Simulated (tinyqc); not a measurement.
Yield per ion against the flux ratio: ion-assisted plasma etching: sheath, surface coverage, synergy and aspect-ratio dependence. Computed by tinyqc, a small Python program. Command: `OMP_NUM_THREADS=1 python tinyqc.py 3031777 3031778 out.jsonl etch walk`. One thread of a shared host (Intel(R) Xeon(R) Processor @ 2.30GHz), about 0.05 s of CPU time with the checks.

Radicals adsorb on bare sites; ions remove covered sites with a high yield and bare sites by sputtering; a slow spontaneous reaction acts everywhere, walls included.

Inputs (values chosen for the exercise, close to those used for silicon in a halogen plasma):
```
quantity                                value       unit
plasma density n_e                    1.1e+10     1/cm^3
electron temperature T_e                  2.6         eV
ion mass M_i                               71          u
sheath voltage V                           94          V
radical density n                     1.5e+13     1/cm^3
radical mass M_n                         35.5          u
gas temperature T_g                       600          K
sticking coefficient s                    0.5          -
radicals per removed unit x                 3          -
yield slope b                            0.14  eV^(-1/2)
threshold E_th                             16         eV
sputter slope b_p                        0.02  eV^(-1/2)
sputter threshold E_p                      35         eV
spontaneous reaction probability k_c  0.00025          -
solid density N                         5e+22     1/cm^3
ion temperature T_i                       0.5         eV
```

Feature: long trench.

Constants: e = 1.602176634e-19 C; u = 1.6605390666e-27 kg; k_B = 1.380649e-23 J/K; eps_0 = 8.8541878128e-12 F/m.

Method:
- Bohm speed u_B = sqrt(e T_e/M_i); ion flux G_i = 0.61 n_e u_B; radical flux G_n = n c/4 with c = sqrt(8 k_B T_g/(pi M_n)).
- Debye length lambda_D = sqrt(eps_0 T_e/(e n_s)) with n_s = 0.61 n_e, T_e in volts; Child-law sheath d = (sqrt2/3) lambda_D (2 V/T_e)^(3/4); ion energy E = V + T_e/2; angular spread = arctan(sqrt(T_i/E)).
- Yields: Y = b (sqrt(E) - sqrt(E_th)) on covered sites, Y_p = b_p (sqrt(E) - sqrt(E_p)) on bare ones (zero below threshold).
- Steady coverage: s G_n (1 - theta) = x Y G_i theta; removal flux = Y G_i theta + Y_p G_i (1 - theta) + k_c G_n; rate = flux/N, 1 cm/s = 6e8 nm/min.
- The ion flux is fixed and the radical flux set by the ratio; the removal per ion is the removal flux over G_i.

yield Y = 0.806704

sputter yield Y_p = 0.0769218

ion flux G_i = 1.26128e+15 1/(cm^2 s)

Open field:
```
G_n/G_i    theta  rate (nm/min)  removal per ion
0.3      0.05836          1.810           0.1196
1        0.17123          3.059           0.2021
3        0.38264          5.402           0.3569
10       0.67384          8.645           0.5712
30       0.86107         10.789           0.7128
100      0.95383         12.078           0.7980
300      0.98412         13.170           0.8701
1000     0.99518         15.940           1.0532
3000     0.99839         23.543           1.5555
```

What does the comparison show, and why?

Coverage reaches one half at G_n/G_i = x Y/s = 4.84. Below that the ion-assisted part follows the radical flux, on top of the sputter floor Y_p = 0.0769; above it the ion-assisted part saturates at Y = 0.807 per ion, and the further rise to 1.56 comes from the spontaneous reaction, which costs anisotropy.
